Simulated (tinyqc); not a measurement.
Field length and prefactor from two substrate currents.

Problem. For Em = (Vd - Vdsat)/l, Isub/Id = (Ai/Bi)(Vd - Vdsat) exp(-Bi l/(Vd - Vdsat)), and l = sqrt(3 tox xj). Find l, Ai and xj.

Values chosen for this exercise: oxide thickness tox = 4.2 nm; ionisation field Bi = 1.65 MV/cm.

Isub/Id at Vd - Vdsat = 1.5 and 2 V: 0.0632261175  0.195218266

Answer. ln[Isub/(Id (Vd - Vdsat))] is linear in 1/(Vd - Vdsat) with slope -Bi l.

l = 30.54 nm
Ai = 2.000e6 1/cm
xj = 74.00 nm

Numbers from tinyqc (`OMP_NUM_THREADS=1 python tinyqc.py 2550036 2550037 out.jsonl`; about 0.01 s on one thread of a shared Intel Xeon 2.30GHz).
